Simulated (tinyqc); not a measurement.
Inside a calculation. Method: empirical pseudopotential in a few plane waves. One step of it, computed by the program tinyqc.

Question. Bloch Hamiltonian at G. Basis: the 15 shortest G (labels in 2 pi/a), the same at every k. H(G,G') = c |k + G|^2 delta + VS(|G-G'|^2) cos((G-G').tau) + i VA sin((G-G').tau), tau = a/8 (1,1,1); 1 Ry = 13.605693 eV.

Parameters chosen for this model: fcc lattice, atoms at +/- a/8 (1,1,1); form factors in rydberg at |G|^2 in units of (2 pi/a)^2:
```
parameter                 value      unit
a                      6.400000  angstrom
VS(3)                 -0.224000        Ry
VS(8)                  0.037000        Ry
VS(11)                 0.037000        Ry
VA(3)                  0.120000        Ry
VA(4)                  0.092000        Ry
VA(11)                 0.035000        Ry
hbar^2/2m (2 pi/a)^2   3.672169        eV
```

k point G (2 pi / a): [0, 0, 0]

Give: H(k) at G.

Answer.

H(k) at G (eV):
```
                 +0+0+0           -1-1-1           -1-1+1           -1+1-1
+0+0+0           0.0000   2.1550+1.1545i  -2.1550+1.1545i  -2.1550+1.1545i
-1-1-1   2.1550-1.1545i          11.0165   0.0000-1.2517i   0.0000-1.2517i
-1-1+1  -2.1550-1.1545i   0.0000+1.2517i          11.0165           0.5034
-1+1-1  -2.1550-1.1545i   0.0000+1.2517i           0.5034          11.0165
-1+1+1  -2.1550+1.1545i          -0.5034   0.0000+1.2517i   0.0000+1.2517i
+1-1-1  -2.1550-1.1545i   0.0000+1.2517i           0.5034           0.5034
+1-1+1  -2.1550+1.1545i          -0.5034   0.0000+1.2517i           0.0000
+1+1-1  -2.1550+1.1545i          -0.5034           0.0000   0.0000+1.2517i
+1+1+1   2.1550+1.1545i           0.0000          -0.5034          -0.5034
-2+0+0   0.0000-1.2517i  -2.1550+1.1545i  -2.1550-1.1545i  -2.1550-1.1545i
+0-2+0   0.0000-1.2517i  -2.1550+1.1545i  -2.1550-1.1545i   0.3560-0.3367i
+0+0-2   0.0000-1.2517i  -2.1550+1.1545i   0.3560-0.3367i  -2.1550-1.1545i
+0+0+2   0.0000+1.2517i  -0.3560-0.3367i   2.1550+1.1545i  -0.3560+0.3367i
+0+2+0   0.0000+1.2517i  -0.3560-0.3367i  -0.3560+0.3367i   2.1550+1.1545i
+2+0+0   0.0000+1.2517i  -0.3560-0.3367i  -0.3560+0.3367i  -0.3560+0.3367i

                 -1+1+1           +1-1-1           +1-1+1           +1+1-1
+0+0+0  -2.1550-1.1545i  -2.1550+1.1545i  -2.1550-1.1545i  -2.1550-1.1545i
-1-1-1          -0.5034   0.0000-1.2517i          -0.5034          -0.5034
-1-1+1   0.0000-1.2517i           0.5034   0.0000-1.2517i           0.0000
-1+1-1   0.0000-1.2517i           0.5034           0.0000   0.0000-1.2517i
-1+1+1          11.0165           0.0000           0.5034           0.5034
+1-1-1           0.0000          11.0165   0.0000-1.2517i   0.0000-1.2517i
+1-1+1           0.5034   0.0000+1.2517i          11.0165           0.5034
+1+1-1           0.5034   0.0000+1.2517i           0.5034          11.0165
+1+1+1   0.0000+1.2517i          -0.5034   0.0000+1.2517i   0.0000+1.2517i
-2+0+0   2.1550-1.1545i   0.3560-0.3367i  -0.3560-0.3367i  -0.3560-0.3367i
+0-2+0  -0.3560-0.3367i  -2.1550-1.1545i   2.1550-1.1545i  -0.3560-0.3367i
+0+0-2  -0.3560-0.3367i  -2.1550-1.1545i  -0.3560-0.3367i   2.1550-1.1545i
+0+0+2  -2.1550+1.1545i  -0.3560+0.3367i  -2.1550+1.1545i   0.3560+0.3367i
+0+2+0  -2.1550+1.1545i  -0.3560+0.3367i   0.3560+0.3367i  -2.1550+1.1545i
+2+0+0   0.3560+0.3367i   2.1550+1.1545i  -2.1550+1.1545i  -2.1550+1.1545i

                 +1+1+1           -2+0+0           +0-2+0           +0+0-2
+0+0+0   2.1550-1.1545i   0.0000+1.2517i   0.0000+1.2517i   0.0000+1.2517i
-1-1-1           0.0000  -2.1550-1.1545i  -2.1550-1.1545i  -2.1550-1.1545i
-1-1+1          -0.5034  -2.1550+1.1545i  -2.1550+1.1545i   0.3560+0.3367i
-1+1-1          -0.5034  -2.1550+1.1545i   0.3560+0.3367i  -2.1550+1.1545i
-1+1+1   0.0000-1.2517i   2.1550+1.1545i  -0.3560+0.3367i  -0.3560+0.3367i
+1-1-1          -0.5034   0.3560+0.3367i  -2.1550+1.1545i  -2.1550+1.1545i
+1-1+1   0.0000-1.2517i  -0.3560+0.3367i   2.1550+1.1545i  -0.3560+0.3367i
+1+1-1   0.0000-1.2517i  -0.3560+0.3367i  -0.3560+0.3367i   2.1550+1.1545i
+1+1+1          11.0165  -0.3560-0.3367i  -0.3560-0.3367i  -0.3560-0.3367i
-2+0+0  -0.3560+0.3367i          14.6887           0.5034           0.5034
+0-2+0  -0.3560+0.3367i           0.5034          14.6887           0.5034
+0+0-2  -0.3560+0.3367i           0.5034           0.5034          14.6887
+0+0+2  -2.1550-1.1545i          -0.5034          -0.5034           0.0000
+0+2+0  -2.1550-1.1545i          -0.5034           0.0000          -0.5034
+2+0+0  -2.1550-1.1545i           0.0000          -0.5034          -0.5034

                 +0+0+2           +0+2+0           +2+0+0
+0+0+0   0.0000-1.2517i   0.0000-1.2517i   0.0000-1.2517i
-1-1-1  -0.3560+0.3367i  -0.3560+0.3367i  -0.3560+0.3367i
-1-1+1   2.1550-1.1545i  -0.3560-0.3367i  -0.3560-0.3367i
-1+1-1  -0.3560-0.3367i   2.1550-1.1545i  -0.3560-0.3367i
-1+1+1  -2.1550-1.1545i  -2.1550-1.1545i   0.3560-0.3367i
+1-1-1  -0.3560-0.3367i  -0.3560-0.3367i   2.1550-1.1545i
+1-1+1  -2.1550-1.1545i   0.3560-0.3367i  -2.1550-1.1545i
+1+1-1   0.3560-0.3367i  -2.1550-1.1545i  -2.1550-1.1545i
+1+1+1  -2.1550+1.1545i  -2.1550+1.1545i  -2.1550+1.1545i
-2+0+0          -0.5034          -0.5034           0.0000
+0-2+0          -0.5034           0.0000          -0.5034
+0+0-2           0.0000          -0.5034          -0.5034
+0+0+2          14.6887           0.5034           0.5034
+0+2+0           0.5034          14.6887           0.5034
+2+0+0           0.5034           0.5034          14.6887
```
